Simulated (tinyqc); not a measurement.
# Chemical vapour deposition: Grove model, boundary layer, depletion and step coverage, step by step

A worked calculation. Computed by tinyqc, a small Python program that keeps every step. Command: `OMP_NUM_THREADS=1 python tinyqc.py 3002642 3002643 out.jsonl cvd walk`. One thread of a shared host (Intel(R) Xeon(R) Processor @ 2.30GHz), about 0.01 s of CPU time with the checks. Intermediate numbers are printed to about 5 digits and carried at full precision; extremes and crossings named in words are read from the listed rows.

A precursor diffuses to the surface and reacts there at first order; each molecule that reacts adds one formula unit of film.

Inputs (values chosen for the exercise, close to those used for tungsten from its fluoride):
```
quantity,value,unit
prefactor k0 of k_s,2.1e+07,cm/s
activation energy E,0.738,eV
temperature T,360,C
total pressure p,760,torr
mole fraction of the precursor Y,0.0084,-
gas diffusivity D0 at 273.15 K and 760 torr,0.51,cm^2/s
film density N,6.3e+22,formula units/cm^3
precursor mass M,298,u
trench width w,0.14,um
aspect ratio of the trench,24,-
gas velocity U,12,cm/s
kinematic viscosity nu0 at 273.15 K and 760 torr,0.6,cm^2/s
susceptor length L,32,cm
channel height b,9.3,cm
```

Reactor: horizontal, atmospheric.

Constants: k_B = 1.380649e-23 J/K; u = 1.6605390666e-27 kg; k_B = 8.617333262e-05 eV/K.

## Gas-phase and surface constants

k_s = k0 exp(-E/(k_B T)); C_g = Y p/(k_B T), 1 torr = 133.322 Pa; D = D0 (T/273.15)^1.75 (760/p). Temperatures in kelvin are T(C) + 273.15. Mean speed c = sqrt(8 k_B T/(pi M)); reactive sticking probability beta = 4 k_s/c.

surface rate constant k_s = 28.045 cm/s

precursor density C_g = 9.7365e+16 1/cm^3

gas diffusivity D = 2.2208 cm^2/s

mean speed c = 21210 cm/s

sticking probability beta = 0.0052891

## Boundary layer

nu = nu0 (T/273.15)^1.75 (760/p); Re = U L/nu; mean boundary layer delta = (2/3) L/sqrt(Re), at most b/2; h_g = D/delta.

Reynolds number Re = 146.98

boundary layer delta = 1.7597 cm

mass-transfer coefficient h_g = 1.2620 cm/s

## Growth rate at the inlet

Fluxes in series: C_s = C_g/(1 + k_s/h_g); growth rate G = k_s h_g/(k_s + h_g) C_g/N; 1 cm/s = 6e8 nm/min.

ratio k_s/h_g = 22.222

C_s/C_g = 0.043063

growth rate G at the inlet = 1119.9 nm/min

Gas transport limits the rate, so the flow pattern sets uniformity.

## Depletion along the susceptor

Plug flow: U b dC/dx = -k_eff C with k_eff = k_s h_g/(k_s + h_g), so C falls as exp(-k_eff x/(U b)); the used share of the precursor is 1 - C(L)/C(0).

k_eff = 1.2077 cm/s

depletion length = 92.409 cm

rate at the outlet over rate at the inlet = 0.70731

rate at the outlet = 792.09 nm/min

29.3 % of the precursor is used.

## Reaction control against transport control

The formulas are those given above.

Rates:
```
T (C),k_s (cm/s),h_g (cm/s),G (nm/min),reaction limit (nm/min),transport limit (nm/min)
160,5.4382e-02,0.9053,69.5,7.3712e+01,1227.1
210,4.2080e-01,0.9961,359.5,5.1135e+02,1210.5
260,2.2183e+00,1.0858,802.8,2.4429e+03,1195.7
310,8.7938e+00,1.1744,1043.1,8.8535e+03,1182.4
360,2.8045e+01,1.2620,1119.9,2.6006e+04,1170.3
410,7.5474e+01,1.3488,1138.8,6.4864e+04,1159.2
460,1.7746e+02,1.4348,1139.8,1.4211e+05,1149.0
510,3.7410e+02,1.5201,1135.0,2.8046e+05,1139.6
560,7.2112e+02,1.6047,1128.3,5.0817e+05,1130.8
```

The apparent activation energy of G is 0.59 eV between the first rows and -0.01 eV between the last, against E = 0.738 eV. k_s passes h_g between 210 and 260 C, where control shifts from the surface to the gas. In the reaction limit the slope is E - k_B T, because C_g falls as 1/T; any further lowering comes from transport.

## Step coverage in a trench

In a long trench of width w and depth l = aspect ratio x w: Knudsen diffusivity D_K = (2w) c/3 (hydraulic diameter 2w), combined as 1/D_e = 1/D_K + 1/D; D_e d2C/dz2 = 2 k_s C/w with D_e dC/dz = -k_s C at the floor. With m = sqrt(2 k_s/(w D_e)): C(floor)/C(top) = 1/[cosh(m l) + (k_s/(D_e m)) sinh(m l)].

Knudsen diffusivity D_K = 0.19796 cm^2/s

effective diffusivity D_e = 0.18175 cm^2/s

modulus m l = 1.5775

step coverage = 0.38449

Wall collisions limit transport in the trench; then m l = aspect ratio x sqrt(3 beta)/2, 1.5116, whatever the width. The floor is starved, and the trench would close at the top. Caution: the hydraulic-diameter form of D_K is rough for a slit.

Checks made by the program: step coverage against a numerical boundary-value solution (relative difference below 1e-10).
